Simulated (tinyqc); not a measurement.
Strained alloy layer of InAs and GaAs on (001) InP, model-solid band line-up: transition against well width.

The layer is x parts of the first compound and 1 - x of the second, grown coherently on the third as substrate and barrier. Rows of the table: lattice constant a, average valence level Ea on an absolute scale, spin-orbit splitting so, gaps at Gamma, X and L, hydrostatic deformation potentials av and ac (Gamma), shear potential b, elastic constants, electron and heavy-hole (along z) masses. All are interpolated linearly in x; gaps get -C x (1 - x), taken wholly in the conduction band; real line-ups can differ from this model by 0.1 eV or more.

In-plane strain e = (a_substrate - a)/a, e_z = -2 (c12/c11) e, volume change 2 e + e_z. With v = 2 e + e_z and d = 2 b (e_z - e): Eav = Ea + av v; E_hh = Eav + so/3 - d/2; E_lh = Eav - so/6 + d/4 + sqrt(so^2 + so d + 9 d^2/4)/2; E_c = Ea + so/3 + EG + ac v (Gamma). Substrate: E_v = Ea + so/3, E_c = E_v + EG. Well depths: dEc = E_c(substrate) - E_c, dEhh = E_hh - E_v(substrate), dElh likewise; strained Gamma gap E_c - max(E_hh, E_lh); positive values confine carriers in the layer. Lowest level of a finite well of width Lw and depth V: kw Lw/2 = arctan(sqrt((mw/mb)(V - E)/E)), kw = sqrt(mw E/C), C = hbar^2/(2 m0), for electrons (dEc) and heavy holes (dEhh), mb from the substrate; transition E_c - E_hh + both levels, without exciton binding; wavelength h c/E.

Values chosen for this exercise:

| symbol | value | unit | meaning |
|---|---|---|---|
| x | 0.62 |  | fraction of the first compound in the layer |
| CG | 0.477 | eV | bowing of the Gamma gap |
| CX | 1.4 | eV | bowing of the X gap |
| CL | 0.33 | eV | bowing of the L gap |

Constants: q = 1.602176634e-19 C, hbar = 1.054571817e-34 J s, h = 6.62607015e-34 J s, m0 = 9.1093837015e-31 kg, c = 299792458 m/s, hbar^2/(2 m0) = 0.0380998212 eV nm^2. Results are converted to the units shown.

Binary compounds, values chosen for the exercise:
```
	close to InAs	close to GaAs	close to InP
a (angstrom)	6.058	5.653	5.869
Ea (eV)	-6.67	-6.92	-7.04
so (eV)	0.383	0.342	0.11
EG (eV)	0.359	1.42	1.34
EX (eV)	1.38	1.88	2.2
EL (eV)	1.08	1.7	1.95
av (eV)	0.997	1.16	1.29
ac (eV)	-5.07	-7.11	-5.07
b (eV)	-1.79	-1.72	-1.68
c11 (GPa)	83.8	121	101
c12 (GPa)	45.8	53.7	56.5
me (m0)	0.023	0.0664	0.0801
mh (m0)	0.335	0.345	0.526
```

Transition against well width:
```
Lw (nm)	electron level (meV)	heavy-hole level (meV)	transition energy (eV)	wavelength (nm)
1.5	227.5	134.7	1.032	1201
2.1	193.3	92.44	0.9558	1297
3	152.3	58.31	0.8807	1408
4.3	111.7	34.61	0.8164	1519
6.1	77.62	19.93	0.7676	1615
8.7	50.54	10.96	0.7316	1695
12	32.69	6.215	0.7090	1749
18	17.84	2.960	0.6909	1795
25	10.49	1.597	0.6821	1818
```

Read the table: what changes, and by how much?

The wavelength rises from 1201 to 1818 nm, towards 1850 nm for E_c - E_hh alone. The electron level goes as Lw^(-0.48) in the thinnest wells, where it reaches 77.2 % of the depth dEc = 295 meV, and as Lw^(-1.62) in the widest. One monolayer (a/2) more shifts the transition by about -18 meV at Lw = 3 nm. For Lw = 25 the layer exceeds hc = 18.4 nm, the single-layer Matthews-Blakeslee thickness for this strain (a capped well tolerates about twice as much). For Lw = 1.5, 2.1, 3 the electron level exceeds 150 meV, where non-parabolicity lowers it.

Program tinyqc, `OMP_NUM_THREADS=1 python tinyqc.py 2690019 2690020 out.jsonl`; Intel Xeon 2.30GHz, shared host, one thread, about 0.01 s.
